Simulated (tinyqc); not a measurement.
## Pelgrom slope, floor and doping from two device sizes

Problem. s^2 = A^2/(L W) + s0^2, with s0 independent of size and A = (q/Cox) sqrt(Na Wd/3) from random dopants alone, Cox = 3.9 eps0/ti. Find A, s0 and Na.

Parameters, values chosen for the exercise:

| symbol | value | unit | meaning |
|---|---|---|---|
| ti | 1.4 | nm | oxide-equivalent thickness in inversion |

Constants: q = 1.602176634e-19 C, eps0 = 8.8541878128e-14 F/cm where lengths are in cm. Results are converted to the units shown.

s for gate areas 0.039 and 1.2 um^2 (mV): [4.84174091, 2.70225457]
Wd = 27.2111388 nm

Answer. s^2 is linear in 1/area: slope A^2, intercept s0^2.

A = 0.8066 mV um
s0 = 2.600 mV
Na = 1.700e18 cm^-3

tinyqc, about 0.01 s, one thread, Intel Xeon 2.30GHz (shared host): `OMP_NUM_THREADS=1 python tinyqc.py 2090053 2090054 out.jsonl`
